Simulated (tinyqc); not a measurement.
Strained alloy layer of InAs and AlAs on (001) InP, model-solid band line-up: gaps, strain and offsets against composition.

The layer is x parts of the first compound and 1 - x of the second, grown coherently on the third as substrate and barrier. Rows of the table: lattice constant a, average valence level Ea on an absolute scale, spin-orbit splitting so, gaps at Gamma, X and L, hydrostatic deformation potentials av and ac (Gamma), shear potential b, elastic constants, electron and heavy-hole (along z) masses. All are interpolated linearly in x; gaps get -C x (1 - x), taken wholly in the conduction band; real line-ups can differ from this model by 0.1 eV or more.

In-plane strain e = (a_substrate - a)/a, e_z = -2 (c12/c11) e, volume change 2 e + e_z. With v = 2 e + e_z and d = 2 b (e_z - e): Eav = Ea + av v; E_hh = Eav + so/3 - d/2; E_lh = Eav - so/6 + d/4 + sqrt(so^2 + so d + 9 d^2/4)/2; E_c = Ea + so/3 + EG + ac v (Gamma). Substrate: E_v = Ea + so/3, E_c = E_v + EG. Well depths: dEc = E_c(substrate) - E_c, dEhh = E_hh - E_v(substrate), dElh likewise; strained Gamma gap E_c - max(E_hh, E_lh); positive values confine carriers in the layer. Matthews-Blakeslee for 60-degree dislocations in a single layer: hc = k (ln(hc/bv) + 1), k = bv (1 - nu/4)/(4 pi |e| (1 + nu)), nu = c12/(c11 + c12), bv = a/sqrt(2); the larger root. The valence offset is the larger of dEhh and dElh; a dash marks |e| under 0.02 % or no root.

Inputs (values chosen for the exercise): bowing of the Gamma gap CG = 0.7 eV; bowing of the X gap CX = 0 eV; bowing of the L gap CL = 0 eV.

Binary compounds, values chosen for the exercise:

|  | close to InAs | close to AlAs | close to InP |
|---|---|---|---|
| a (angstrom) | 6.058 | 5.661 | 5.869 |
| Ea (eV) | -6.67 | -7.49 | -7.04 |
| so (eV) | 0.376 | 0.284 | 0.109 |
| EG (eV) | 0.354 | 3.04 | 1.36 |
| EX (eV) | 1.36 | 2.16 | 2.22 |
| EL (eV) | 1.06 | 2.38 | 1.93 |
| av (eV) | 0.989 | 2.45 | 1.28 |
| ac (eV) | -5.02 | -5.6 | -5.01 |
| b (eV) | -1.79 | -1.5 | -1.69 |
| c11 (GPa) | 83 | 127 | 101 |
| c12 (GPa) | 44.8 | 53.2 | 55.6 |
| me (m0) | 0.0231 | 0.152 | 0.0797 |
| mh (m0) | 0.334 | 0.473 | 0.535 |

Result of one run:

| e (%) | relaxed Gamma gap (eV) | lower of X and L gaps (eV) | strained Gamma gap (eV) | E_hh - E_lh (meV) | dEc (eV) | valence offset (eV) | hc (nm) |
|---|---|---|---|---|---|---|---|
| 0.3661 | 1.603 | 1.760 | 1.563 | -23.87 | -0.2304 | 0.02740 | 34.0 |

Which fraction of the first compound in the layer x gave this result: 0.36, 0.41, 0.47, 0.58 or 0.69?

x = 0.47.

The whole series:

| x | e (%) | relaxed Gamma gap (eV) | lower of X and L gaps (eV) | strained Gamma gap (eV) | E_hh - E_lh (meV) | dEc (eV) | valence offset (eV) | hc (nm) |
|---|---|---|---|---|---|---|---|---|
| 0.3 | 1.538 | 2.087 | 1.920 | 1.903 | -103.8 | -0.4982 | -0.04446 | 5.32 |
| 0.36 | 1.121 | 1.912 | 1.872 | 1.781 | -75.01 | -0.4000 | -0.02097 | 8.18 |
| 0.41 | 0.7766 | 1.769 | 1.832 | 1.681 | -51.43 | -0.3213 | 1.002e-4 | 13.2 |
| 0.47 | 0.3661 | 1.603 | 1.760 | 1.563 | -23.87 | -0.2304 | 0.02740 | 34.0 |
| 0.53 | -0.04105 | 1.442 | 1.680 | 1.444 | 2.624 | -0.1435 | 0.05977 | 448 |
| 0.58 | -0.3778 | 1.312 | 1.614 | 1.326 | 23.68 | -0.07415 | 0.1077 | 32.7 |
| 0.64 | -0.7790 | 1.160 | 1.535 | 1.188 | 47.52 | 0.005511 | 0.1664 | 13.2 |
| 0.69 | -1.111 | 1.037 | 1.469 | 1.075 | 66.05 | 0.06892 | 0.2164 | 8.26 |
| 0.75 | -1.506 | 0.8942 | 1.390 | 0.9410 | 86.57 | 0.1415 | 0.2776 | 5.45 |

The relaxed Gamma gap falls from 2.09 to 0.894 eV and the strained one falls from 1.90 to 0.941 eV. The lattice matches the substrate at x = 0.524; the heavy hole is on top where the layer is compressed (e < 0) and the light hole where it is stretched. The relaxed alloy turns direct at x = 0.379. dEc rises from -0.498 to 0.141 eV and the valence offset rises from -0.0445 to 0.278 eV. At the largest strain listed, 1.54 %, strain changes the gap by -185 meV. For x = 0.3, 0.36 the lowest conduction valley of the relaxed alloy is X or L, so the gap and dEc listed hold for Gamma only.

Numbers from tinyqc (`OMP_NUM_THREADS=1 python tinyqc.py 2690068 2690069 out.jsonl`; about 0.01 s on one thread of a shared Intel Xeon 2.30GHz).
